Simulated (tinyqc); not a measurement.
Comparisons within one model: shallow donor in an anisotropic valley (effective-mass theory). A value that a table varies takes the place of the one given here.

One valley: H = -c [(d2/dx2 + d2/dy2)/mt + (d2/dz2)/ml] - q/(eps r), c = hbar^2/2m0, q = e^2/(4 pi eps0). Trial function exp(-sqrt((x^2 + y^2)/a^2 + z^2/b^2)) with a > b: T = (c/3)(2/(mt a^2) + 1/(ml b^2)), V = -(q/eps) atan(u/b)/u, u = sqrt(a^2 - b^2). The central cell of the impurity is left out.

Constants: hbar^2/2m0 = 3.80998211 eV angstrom^2; e^2/(4 pi eps0) = 14.39964547 eV angstrom; Ry = 13.60569312 eV; a0 (Bohr radius) = 0.5291772105 angstrom.

Values chosen for the exercise (near those of 3C SiC; not measured data): mt = 0.256 m0 (transverse mass); eps = 9.5 (dielectric constant); xs = (1.5, 1.8, 3.8, 4.2, 12, 19, 59, 190) (ratios ml/mt); ml = 0.676 m0 (longitudinal mass).

## Mass anisotropy

mt and eps fixed, ml varied. Energies in units of Ry*(mt) = Ry mt/eps^2 and lengths in a*(mt) = a0 eps/mt; the last two columns use one mass, 3/(1/ml + 2/mt) or (ml mt^2)^(1/3).

Results:
```
ml/mt   a/a*    b/a  binding  conductivity mass  density-of-states mass
1.50   0.920  0.866    1.139              1.125                   1.145
1.80   0.888  0.811    1.203              1.174                   1.216
3.80   0.777  0.624    1.477              1.326                   1.560
4.20   0.765  0.602    1.515              1.340                   1.613
12.0   0.658  0.418    1.906              1.440                   2.289
19.0   0.623  0.357    2.072              1.462                   2.668
59.0   0.558  0.242    2.449              1.487                   3.893
190    0.514  0.163    2.776              1.496                   5.749
```

The binding grows from 1.14 to 2.78 Ry*(mt); for ml going to infinity the exact problem becomes two-dimensional, with 4 Ry*. The conductivity mass saturates at 1.5 and underbinds, by 11 % at ml/mt = 4.2; the density-of-states mass errs by +7 % there and by +107 % in the last row. With these mt and eps one unit is 38.59 meV.

## What each parameter does

The minimum of the trial energy. Each row changes one parameter from the base and keeps the others.

Results:
```
case           E (meV)  a (angstrom)  b (angstrom)    b/a
base            -51.80         16.24         11.51  0.709
ml = 0.845 m0   -54.98         15.62         10.24  0.655
mt = 0.282 m0   -55.56         15.00         11.00  0.733
eps = 8.6       -63.21         14.70         10.42  0.709
```

The largest shifts from the base row, up to three for each result and ties (the steps differ in size, so this ranks the rows, not the parameters). E (meV): eps -11.41, mt -3.76, ml -3.18. a (angstrom): eps -1.54, mt -1.24, ml -0.62. b (angstrom): ml -1.27, eps -1.09, mt -0.51. b/a: ml -0.053, mt +0.025; unchanged at the printed digits by eps. eps only rescales the solution (E as 1/eps^2, lengths as eps), so b/a depends on ml/mt alone.

tinyqc: `OMP_NUM_THREADS=1 python tinyqc.py 1280080 1280081 out.jsonl`; about 0.01 s, one thread, shared Intel(R) Xeon(R) Processor @ 2.30GHz.
